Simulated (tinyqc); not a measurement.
Resonant-tunnelling diode, transfer matrices and Tsu-Esaki current: one step of the calculation.

Emitter (band edge 0), barrier d1, well Lw, barrier d2, spacer ds, collector (edge -V). The bias drops linearly over these layers and none in the contacts; each layer is cut into ns equal slices, flat at the value of their centres. E is the energy of motion across the layers, C = hbar^2/(2 m0), psi and psi'/m are continuous. Transport is coherent, T(E) is taken as independent of the transverse momentum, and charge in the well is ignored.

Question. Running product of the slice matrices at the trial energy. For the pair (psi, psi'/m) a flat layer has M = [[cos kd, (m/k) sin kd], [-(k/m) sin kd, cos kd]] with k = sqrt(m (E - U)/C) above its edge U, and M = [[cosh Kd, (m/K) sinh Kd], [(K/m) sinh Kd, cosh Kd]] with K = sqrt(m (U - E)/C) below it. Later slices stand to the left. With M acting on (psi, psi'/m) and v = k/m in each lead, T(E) = 4 vL vR/[(vL vR M12 - M21)^2 + (vR M11 + vL M22)^2]. vL = sqrt(mw E/C)/mw, vR = sqrt(mw (E + V)/C)/mw.

Parameters, values chosen for the exercise; masses and offsets close to those of GaAs wells and AlGaAs barriers: mass in the well, spacer and contacts mw = 0.068 m0; slices in each layer ns = 1; bias of the collector V = 0.085 V; trial energy E = 0.02982 eV.

Constants: q = 1.602176634e-19 C, hbar = 1.054571817e-34 J s, m0 = 9.1093837015e-31 kg, hbar^2/(2 m0) = 0.0380998212 eV nm^2. Results are converted to the units shown.

```
slice	U (eV)	m (m0)	width (nm)
0	0.25135989	0.09	3.7
1	-0.03129121	0.068	6
2	0.20605769	0.09	3.7
3	-0.07379121	0.068	4.8
```

Find: Product after each layer; T(E).

Answer.

Product after each layer:
```
	M11	M12 (nm)	M21 (1/nm)	M22
barrier d1	7.302	0.8999	58.14	7.302
well	8.060	1.019	-55.73	-6.923
barrier d2	2.284	0.3822	5.947	1.433
spacer	-0.2535	0.01855	-15.54	-2.807
```

T(E) = 0.2375

tinyqc, about 0.1 s, one thread, Intel Xeon 2.30GHz (shared host): `OMP_NUM_THREADS=1 python tinyqc.py 2600064 2600065 out.jsonl`
